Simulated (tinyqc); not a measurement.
Inside a calculation. Model: gate-all-around wire with two subbands, quantum capacitance.

Numbers from tinyqc (`OMP_NUM_THREADS=1 python tinyqc.py 2200010 2200011 out.jsonl`; about 0.01 s on one thread of a shared Intel Xeon 2.30GHz). Printed values are rounded.

phi is the Fermi level above the lowest subband edge, in volts; Vg is counted from the gate voltage at which an empty wire would have phi = 0. Both directions of motion are filled (equilibrium).

Values chosen for this exercise:
```
symbol  value  unit                                                                 meaning
T         300     K                                                             temperature
eox       3.9        relative permittivity of the gate insulator (close to silicon dioxide)
tox        20    nm                                                     insulator thickness
md        0.2    m0                                                     mass along the wire
gv          4                                                             valley degeneracy
E2       0.21    eV                                          second subband above the first
g2          1                                      orbital degeneracy of the second subband
rw        4.5    nm                                                      radius of the wire
Vg       0.31     V                                                            gate voltage
```

Constants: q = 1.602176634e-19 C, kB = 1.380649e-23 J/K, hbar = 1.054571817e-34 J s, m0 = 9.1093837015e-31 kg, Vt = kB T/q, eps0 = 8.8541878128e-14 F/cm where lengths are in cm. Results are converted to the units shown.

## Gate capacitance

Cox = 2 pi eps0 eox/ln(1 + tox/rw) per length.

Cox = 1.280345 pF/cm

## Starting value

phi = Vg.

phi at the start = 0.31 V

## Iteration 1: new phi

N1 = gv sqrt(2 md m0 kB T/(pi hbar^2)); n1 = N1 F(phi/Vt), n2 = g2 N1 F((phi - E2)/Vt), n = n1 + n2, F(e) = (1/sqrt(pi)) int_0^infinity u^(-1/2) du/(1 + exp(u - e)); Cq = q dn/dphi = (q N1/Vt) [F'(phi/Vt) + g2 F'((phi - E2)/Vt)]. Newton: f = phi + q (n)/Cox - Vg, phi(new) = phi - f/(1 + (Cq)/Cox).

n1 = 3.238823e7 cm^-1
n2 = 1.783202e7 cm^-1
Cq = 24.62791 pF/cm
f = 6.284376 V
phi after iteration 1 = -5.640059e-4 V

## Iteration 2: new phi

As before.

n1 = 4.960140e6 cm^-1
n2 = 2411.998 cm^-1
Cq = 19.46465 pF/cm
f = 0.3104314 V
phi after iteration 2 = -0.01972330 V

## Course of the iteration

Stop when the step is below 1e-10 V, or after 40 iterations.

Course of the iteration:
```
iteration  phi before the step (V)   step (V)
1                             0.31     -0.311
2                     -5.640059e-4    -0.0192
3                      -0.01972330   -3.27e-3
4                      -0.02298876   -1.12e-4
5                      -0.02310103   -1.32e-7
6                      -0.02310116  -1.83e-13
```

Converged in 6 iterations.

## Charge and capacitances at the solution

converged phi = -0.02310116 V

N1 = gv sqrt(2 md m0 kB T/(pi hbar^2)); n1 = N1 F(phi/Vt), n2 = g2 N1 F((phi - E2)/Vt), n = n1 + n2, F(e) = (1/sqrt(pi)) int_0^infinity u^(-1/2) du/(1 + exp(u - e)); Cq = q dn/dphi = (q N1/Vt) [F'(phi/Vt) + g2 F'((phi - E2)/Vt)]. 1/C_G = 1/Cox + 1/(Cq); dphi/dVg = Cox/(Cox + Cq).

n = 2.661907e6 cm^-1
Cq = 13.02516 pF/cm
C_G = 1.165754 pF/cm
dphi/dVg = 0.08950019

Cq is 10.2 times Cox, so C_G is 91.0 % of Cox.
